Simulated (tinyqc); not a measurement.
# Front-illuminated p-i-n photodiode, quantum efficiency and bandwidth, step by step

Numbers from tinyqc (`OMP_NUM_THREADS=1 python tinyqc.py 2250111 2250112 out.jsonl`; about 0.01 s on one thread of a shared Intel Xeon 2.30GHz). Printed values are rounded.

Light enters through a p layer (0 to xp), a depleted layer (xp to xp + wi) and a thick n substrate, decaying as exp(-al x); one pass, no back reflection. Carriers made in the depleted layer are all collected; those in the neutral layers diffuse.

Parameters, values chosen for the exercise; values close to those of germanium at this wavelength: wavelength lam = 1550 nm; absorption coefficient al = 1470 1/cm; reflectance of the front face Rf = 0.3; relative permittivity eps_r = 15.7; thickness of the front p layer xp = 0.088 um; thickness of the depleted layer wi = 2.5 um; electron diffusion coefficient in the p layer Dn = 36 cm^2/s; electron diffusion length in the p layer Ln = 1.1 um; recombination velocity of the front surface S = 7e5 cm/s; hole diffusion length in the thick n substrate Lp = 2.6 um; electron drift velocity ve = 6.17e6 cm/s; hole drift velocity vh = 4.14e6 cm/s; diameter dia = 110 um; load resistance RL = 50 ohm; parasitic capacitance Cp = 50 fF; modulation frequency f = 6.6 GHz.

Constants: q = 1.602176634e-19 C, h = 6.62607015e-34 J s, c = 299792458 m/s, eps0 = 8.8541878128e-14 F/cm where lengths are in cm. Results are converted to the units shown.

## Quantum efficiency

k = al Ln, s = S Ln/Dn, e = exp(-al xp); front layer f1 = (k/(k^2 - 1)) {[s + k - e (s cosh(xp/Ln) + sinh(xp/Ln))]/[s sinh(xp/Ln) + cosh(xp/Ln)] - k e}; depleted layer f2 = e (1 - exp(-al wi)); substrate f3 = e exp(-al wi) al Lp/(1 + al Lp); external efficiency (1 - Rf)(f1 + f2 + f3); responsivity = efficiency q lam/(h c).

s = 2.13889
f1 = 0.0118895
f2 = 0.303584
f3 = 0.189016
external efficiency = 0.353143
responsivity = 0.441485 A/W

The front layer absorbs 1.29 % of the light that enters and collects 92.5 % of that. Diffusion from the neutral layers makes up 39.8 % of the current.

## Response at one frequency

Drift response for pairs made in the depleted layer, a = al wi, g = 1 - exp(-a), u = 2 pi i f, te = wi/ve, th = wi/vh: electrons He = [g - a (exp(-a) - exp(-u te))/(u te - a)]/(u te g), holes Hh = [g - a (1 - exp(-a - u th))/(a + u th)]/(u th g); C = eps0 eps_r pi (dia/2)^2/wi + Cp; total |He + Hh|/sqrt(1 + (2 pi f RL C)^2), for the current of the depleted layer alone.

te = 40.5186 ps
th = 60.3865 ps
He = 0.411658-0.264456i
Hh = 0.279070-0.279848i
|He + Hh| = 0.879416
C = 578.425 fF
total response = 0.563172

The drift response alone falls to 1/sqrt(2) at 10.9 GHz and the RC term alone at 5.50 GHz; together they give 4.76 GHz for this part of the current; the diffusion currents, left out, respond on their own time scales.
